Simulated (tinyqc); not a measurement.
Tight binding, honeycomb lattice, step by step. Computed by tinyqc, a small Python program that keeps every step. Settings: t1 = 0.85, t2 = 0.19, phi = 0, delta = 1.94, points = 5. Command: `OMP_NUM_THREADS=1 python tinyqc.py 21623 21624 out.jsonl` (the two numbers bound the seeds that draw the settings). One thread of a shared host (Intel(R) Xeon(R) Processor @ 2.60GHz), about 0.01 s of CPU time with the checks.

## Bloch Hamiltonian at k

Parameters chosen for this model:
```
parameter     value                        unit
t1         0.850000                 eV, nearest
t2         0.190000       eV, second neighbours
phi               0  rad, phase of t2 (Haldane)
delta      1.940000          eV, +/- on A and B
```

k point k (fractions of the reciprocal vectors): 0.120000  -0.360000

H_AB = -t1 (1 + exp(-i k.a1) + exp(-i k.a2)); H_AA = delta - 2 t2 sum cos(k.b + phi), H_BB = -delta - 2 t2 sum cos(k.b - phi), b = a1, a2 - a1, -a2.

H(k) at k (eV):
```
                     A                    B
A             2.282217  -0.927813-0.073071i
B  -0.927813+0.073071i            -1.597783
```

## Levels at k

Diagonalise the Hermitian matrix.

eigenvalues (eV): -1.809475  2.493908

weights |c|^2 of the basis functions:
```
     band 1    band 2
A  0.049192  0.950808
B  0.950808  0.049192
```

## Bloch Hamiltonian at K

k point K (fractions of the reciprocal vectors): 0.333333  0.666667

As before.

H(k) at K (eV):
```
          A          B
A  2.510000   0.000000
B  0.000000  -1.370000
```

## Levels at K

As before.

eigenvalues (eV): -1.370000  2.510000

weights |c|^2 of the basis functions:
```
     band 1    band 2
A  0.000000  1.000000
B  1.000000  0.000000
```

## Bands along a path

The same steps at evenly spaced points between the labelled ones.

Bands along the path (eV):
```
k             band 1    band 2
G          -4.344076  2.064076
G-K 0.25   -3.874136  2.177777
G-K 0.50   -2.769457  2.389457
G-K 0.75   -1.738042  2.498042
K          -1.370000  2.510000
K-M 0.25   -1.434289  2.509091
K-M 0.50   -1.569169  2.505527
K-M 0.75   -1.690453  2.500481
M          -1.738042  2.498042
M-K' 0.25  -1.690453  2.500481
M-K' 0.50  -1.569169  2.505527
M-K' 0.75  -1.434289  2.509091
K'         -1.370000  2.510000
```

With 1 band(s) filled, the highest filled level on these points lies at K and the lowest empty one at G: a gap of 3.4341 eV, indirect.

## Chern number of the lower band

On a 5 x 5 mesh, the phase of the product of overlaps around each plaquette (k1 then k2); the sum over 2 pi is an integer.

plaquette phases (rad):
```
           1          2          3          4          5
1   0.000000  -0.057762  -0.057951   0.047327   0.043659
2   0.057762   0.000000  -0.102733  -0.069235   0.047327
3   0.057951   0.102733   0.000000  -0.102733  -0.057951
4  -0.047327   0.069235   0.102733   0.000000  -0.057762
5  -0.043659  -0.047327   0.057951   0.057762   0.000000
```

Chern number = 0.000000
